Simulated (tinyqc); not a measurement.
Inside a calculation. Method: lattice vibrations of a chain. One step of it, computed by the program tinyqc.

Problem. Frequencies. omega^2 are the eigenvalues; wavenumber = 521.4708 sqrt(eigenvalue) 1/cm.

D(q) (eV/(angstrom^2 u)):
```
                     1                    2
1             0.530673  -0.054290+0.080703i
2  -0.054290-0.080703i             0.454284
```

Give: eigenvalues; wavenumbers; weights |e|^2 of the mass-weighted modes.

Solution.

eigenvalues: 0.3880  0.5970

wavenumbers (1/cm): 324.8  402.9

weights |e|^2 of the mass-weighted modes:
```
        mode 1  mode 2
atom 1  0.3172  0.6828
atom 2  0.6828  0.3172
```
